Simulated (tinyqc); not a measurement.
Where a level does most harm: Shockley-Read-Hall recombination through one deep level.

One level at Et with degeneracy 1: tn = 1/(sn vth Nt), tp = 1/(sp_ vth Nt), n1 = Nc exp((Et - Eg)/kT), p1 = Nv exp(-Et/kT), ni^2 = n1 p1. Equilibrium p0 = Nm, n0 = ni^2/Nm; n = n0 + dn, p = p0 + dn. U = (n p - ni^2)/(tp (n + n1) + tn (p + p1)), lifetime dn/U; emission rates en = sn vth n1, ep = sp_ vth p1.

Constants: kB = 8.617333262e-05 eV/K.

Values chosen for the exercise (gap and densities of states near those of Si at this temperature; shifted at random, so the results belong to these values and not to a real crystal): Eg = 1.127 eV (gap); Nc = 2.76e+19 1/cm^3 (conduction-band density of states); Nv = 1.14e+19 1/cm^3 (valence-band density of states); T = 300 K; Nt = 1.6e+13 1/cm^3 (defects); sn = 2.9e-16 cm^2 (electron capture cross-section); sp_ = 1.4e-15 cm^2 (hole capture cross-section); vth = 12000000 cm/s (thermal velocity, both carriers); Nm = 1.2e+16 1/cm^3 (equilibrium holes for the lifetime steps).

Et takes the values listed; G = Nt en ep/(en + ep) in a depleted region; the lifetime is for dn = 1e11 1/cm^3.

Results:

| Et (eV) | lifetime (microsecond) | G (1/(cm^3 s)) |
|---|---|---|
| 0.068 | 1.25e+03 | 2.49e+06 |
| 0.158 | 55.8 | 8.09e+07 |
| 0.248 | 19.1 | 2.63e+09 |
| 0.338 | 18.0 | 8.55e+10 |
| 0.428 | 18.0 | 2.78e+12 |
| 0.518 | 18.0 | 8.90e+13 |
| 0.609 | 18.0 | 1.70e+14 |
| 0.789 | 18.0 | 1.70e+11 |
| 0.879 | 18.5 | 5.25e+09 |
| 0.969 | 36.9 | 1.61e+08 |
| 1.059 | 634 | 4.96e+06 |

Give the missing row, Et (eV) = 0.699.

Computed row:
```
Et (eV)  lifetime (microsecond)  G (1/(cm^3 s))
0.699                      18.0        5.54e+12
```

Generation peaks where en = ep, at Eg/2 + (kT/2) ln(sp_ Nv/(sn Nc)) = 0.572 eV; the largest value listed is at 0.609 eV, and G falls by a decade for each 0.060 eV away from the peak. The lifetime is within a factor 2 of its minimum, 18 microsecond, from 0.248 to 0.879 eV: recombination tolerates a wide range of Et, generation a narrow one.

Program tinyqc; command `OMP_NUM_THREADS=1 python tinyqc.py 1680876 1680877 out.jsonl`; about 0.01 s on one thread of a shared Intel(R) Xeon(R) Processor @ 2.30GHz.
